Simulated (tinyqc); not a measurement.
Electroplating on a thin resistive seed layer: kinetics, Wagner number and the terminal effect across a wafer: one step, computed by the program tinyqc. Command: `OMP_NUM_THREADS=1 python tinyqc.py 3120479 3120480 out.jsonl terminal walk`. One thread of a shared host (Intel(R) Xeon(R) Processor @ 2.30GHz), about 0.02 s of CPU time with the checks.

Current enters the seed at the rim. The bath is treated as a local resistance per area (no lateral flow in the liquid), two electrons per ion, molar volume 7.11 cm^3/mol, Faraday constant F = e N_A, kinematic viscosity 0.01 cm^2/s, omega = 2 pi x rpm/60; k_B T/e is in volts.

Task: Linear estimate of the terminal effect. Linearised: with R_t = kinetic + bath resistance the current density obeys (1/r)(r i')' = i R_s/R_t, so i = A I_0(r/l), l = sqrt(R_t/R_s); with x = R/l, edge/centre = I_0(x) and edge/mean = x I_0(x)/(2 I_1(x)). Voltage drop in the seed for a uniform current: i R_s R^2/4.

Inputs (values chosen for the exercise, of the order of those for copper plating from an acid sulfate bath): wafer radius R = 10 cm; mean current density = 9.7 mA/cm^2; temperature T = 298 K.

kinetic resistance = 5.402830 ohm cm^2

bath resistance R_b = 195.7143 ohm cm^2

sheet resistance R_s = 1.7 ohm/square

Give: length l; x = R/l; edge over centre, linear; edge over mean, linear; drop for uniform current.

Result:

length l = 10.88 cm

x = R/l = 0.9194

edge over centre, linear = 1.223

edge over mean, linear = 1.102

drop for uniform current = 412.25 mV

For small x edge/centre is 1 + x^2/4 = 1.211.
